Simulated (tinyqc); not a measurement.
# Born-von Karman spring model of a cubic crystal with one atom per cell, step by step

A worked calculation. Computed by tinyqc, a small Python program that keeps every step. Command: `OMP_NUM_THREADS=1 python tinyqc.py 3008856 3008857 out.jsonl springs walk`. One thread of a shared host (Intel(R) Xeon(R) Processor @ 2.30GHz), about 0.2 s of CPU time with the checks. Intermediate numbers are printed to about 5 digits and carried at full precision; extremes and crossings named in words are read from the listed rows.

First neighbours lie at a/2 (1,1,1) (8 of them), second at a (1,0,0) (6), with all permutations and signs; the volume per atom is Omega = a^3/2. Two shells of springs match a real metal only roughly, above all at the zone boundary.

Inputs (values chosen for the exercise, modelled on molybdenum):
```
quantity,value,unit
lattice constant a,3.147,angstrom
atomic mass M,95.95,u
radial spring k1L,3.7,eV/angstrom^2
transverse spring k1T,-0.03,eV/angstrom^2
radial spring k2L,3.5,eV/angstrom^2
transverse spring k2T,-0.2,eV/angstrom^2
mesh divisions n,8,-
temperature T,77,K
```

Lattice: bcc.

wave vector q (2 pi/a): [0.39, 0.44, 0.36]

Constants: nu for 1 eV/(angstrom^2 u) = 15.6333042 THz; 1 eV/angstrom^3 = 160.2176634 GPa; u = 1.6605390666e-27 kg; h x 1 THz = 4.135667696 meV; k_B = 8.617333262e-05 eV/K; hbar^2/u = 4.18015928e-03 eV angstrom^2; hbar = 1.054571817e-34 J s; k_B = 1.380649e-23 J/K.

## Dynamical matrix at q

A neighbour at R with unit vector n couples by the matrix K(R) = kL n n^T + kT (1 - n n^T), and D(q) = (1/M) sum_R K(R) [1 - cos(q.R)].

D(q) (eV/(angstrom^2 u)):
```
,x,y,z
x,0.21273,0.04079,0.01654
y,0.04079,0.22501,0.03121
z,0.01654,0.03121,0.20246
```

## Frequencies and polarisations

Diagonalise D. An eigenvalue lambda of D in eV/(angstrom^2 u) gives nu = 15.6333042 THz x sqrt(lambda). Eigenvectors are columns, with the largest component positive; the longitudinal weight is (e.q)^2/q^2.

eigenvalues (eV/(angstrom^2 u)): [0.17358, 0.19030, 0.27632]

frequencies (THz): [6.5133, 6.8198, 8.2178]

polarisation vectors:
```
,mode 1,mode 2,mode 3
x,-0.54560,-0.61946,0.56443
y,0.70639,0.02244,0.70746
z,-0.45092,0.78470,0.42534
```

longitudinal weights: [0.00870, 0.00542, 0.98588]

Mode 3 is the most longitudinal, with weight 0.99.

## Elastic constants from long waves

[ij,kl] = (1/(2 Omega)) sum_R K_ij R_k R_l; C11 = [xx,xx], C44 = [xx,yy], C12 = 2 [xy,xy] - C44; B = (C11 + 2 C12)/3; Zener ratio A = 2 C44/(C11 - C12). K(R) = kL n n^T + kT (1 - n n^T).

C11 = 479.92 GPa

C12 = 150.02 GPa

C44 = 103.18 GPa

bulk modulus B = 259.99 GPa

Zener ratio A = 0.62551

C12 - C44 = 46.84 GPa: the Cauchy relation fails because sum_R kT R^2 is not zero; a negative sum gives a positive Cauchy pressure.

## Sound velocities

rho = M/Omega and v = sqrt(C/rho), with C = C11, C44, C44 along [100]; (C11 + C12 + 2 C44)/2, C44, (C11 - C12)/2 along [110]; (C11 + 2 C12 + 4 C44)/3 and twice (C11 - C12 + C44)/3 along [111].

density rho = 10224 kg/m^3

Velocities (m/s):
```
direction,longitudinal,transverse 1,transverse 2
[100],6851.2,3176.7,3176.7
[110],6395.1,3176.7,4016.6
[111],6235.7,3757.6,3757.6
```

Along [110] the two transverse waves differ by a factor sqrt(2 C44/(C11 - C12)) = 0.791.

## Frequencies at the zone boundary

The formulas are those given above.

Frequencies (THz) at points given in 2 pi/a:
```
point,nu 1,nu 2,nu 3
"H (1, 0, 0)",7.0320,7.0320,7.0320
"N (0.5, 0.5, 0)",4.5441,5.7455,9.1478
"P (0.5, 0.5, 0.5)",7.5039,7.5039,7.5039
```

## Highest frequency at H

Take the highest frequency at H = (1, 0, 0) (2 pi/a).

highest frequency at H = 7.0320 THz

## Dispersion against the sound-wave line

The last column divides the top branch by the straight line with its slope at G. End points in 2 pi/a: H = (1, 0, 0), N = (0.5, 0.5, 0).

Frequencies (THz) along two lines:
```
line,fraction of the way,nu 1,nu 2,nu 3,nu 3 / linear
G-H,0.10,1.0077,1.0077,2.1483,0.98680
G-H,0.25,2.4945,2.4945,5.0072,0.91998
G-H,0.40,3.9040,3.9040,7.0242,0.80661
G-H,0.55,5.1579,5.1579,7.9611,0.66488
G-H,0.70,6.1582,6.1582,7.9118,0.51917
G-H,0.85,6.8069,6.8069,7.3555,0.39749
G-H,1.00,7.0320,7.0320,7.0320,0.32300
G-N,0.10,0.7109,0.8988,1.4310,0.99589
G-N,0.25,1.7390,2.1987,3.5007,0.97450
G-N,0.40,2.6710,3.3771,5.3770,0.93549
G-N,0.55,3.4554,4.3689,6.9561,0.88016
G-N,0.70,4.0488,5.1193,8.1508,0.81033
G-N,0.85,4.4186,5.5868,8.8951,0.72827
G-N,1.00,4.5441,5.7455,9.1478,0.63662
```

Along G-H the top branch ends at 32 % of its linear extrapolation. Along G-N the top branch ends at 64 % of its linear extrapolation, which is the 2/pi of a pure sine: planes normal to this line couple to their next planes alone. A Debye model keeps the straight line throughout.

## Thermal sums on a mesh

Mesh: q = sum_i (m_i + 1/2)/n b_i, m_i = 0..n-1, with b = [[0, 1, 1], [1, 0, 1], [1, 1, 0]] in 2 pi/a; sums are averages over the n^3 points, per atom. With x = h nu/(k_B T) and n = 1/(exp(x) - 1) for each mode: F = k_B T [x/2 + ln(1 - exp(-x))], U = k_B T x (n + 1/2), S/k_B = x n - ln(1 - exp(-x)), C/k_B = x^2 n (n + 1). <u_x^2> = (1/3) sum over modes of hbar^2/(2 M h nu) coth(x/2); zero-point energy = sum h nu/2. <u_x^2> converges slowly with the mesh, from below, with an error of order 1/n.

free energy F = 37.337 meV/atom

energy U = 40.355 meV/atom

entropy S = 0.45486 k_B/atom

heat capacity C = 1.0786 k_B/atom

<u_x^2> = 0.0010980 angstrom^2

zero-point energy = 38.140 meV/atom

C is 36 % of the classical 3 k_B, and the zero-point energy is 95 % of U.

## Debye temperature from the elastic constants

Christoffel matrix G_xx = C11 n_x^2 + C44 (1 - n_x^2), G_xy = (C12 + C44) n_x n_y, with eigenvalues rho v^2; v_m^-3 is the mean of v^-3 over three branches and all directions (12 Gauss-Legendre points in cos(theta) times 24 angles phi = (j + 1/2) pi/12); q_D = (6 pi^2/Omega)^(1/3); Theta = hbar v_m q_D/k_B.

mean velocity v_m = 3878.4 m/s

Debye wave number q_D = 1.5605 1/angstrom

elastic Debye temperature = 462.28 K

## Full spectrum, Debye and Einstein heat capacities

Mesh: q = sum_i (m_i + 1/2)/n b_i, m_i = 0..n-1, with b = [[0, 1, 1], [1, 0, 1], [1, 1, 0]] in 2 pi/a; sums are averages over the n^3 points (here n = 14), per atom. Debye: C = 9 k_B (T/Theta)^3 int_0^(Theta/T) x^4 e^x/(e^x - 1)^2 dx with the elastic Theta. Einstein: three modes at the root-mean-square frequency. The last column is the Theta that makes the Debye formula give the full C at that T.

root-mean-square frequency = 6.3653 THz

Heat capacity (k_B/atom):
```
T (K),full spectrum,Debye,Einstein,Theta from C (K)
55,0.5471,0.3651,0.3610,392.65
83,1.2128,0.9185,1.0782,391.03
120,1.8558,1.5761,1.7951,392.02
160,2.2596,2.0436,2.2335,392.85
230,2.6029,2.4717,2.5953,393.56
350,2.8182,2.7538,2.8166,394.01
460,2.8927,2.8538,2.8921,394.16
690,2.9516,2.9337,2.9515,394.28
```

The apparent Theta runs from 391 to 394 K against the elastic 462 K; at high T it tends to sqrt(5/3) h nu_rms/k_B = 394 K. At the lowest T the Debye value is 0.67 and the Einstein value 0.66 times the full one; dispersion bends the branches below the sound lines, so the real spectrum has more low modes than Debye assumes. At the highest T Debye misses by 0.60 % and Einstein by 0.0038 %.

Checks made by the program: slopes of the dispersion along [110] against the sound velocities (relative difference 2e-08); F = U - T S (relative difference below 1e-10).
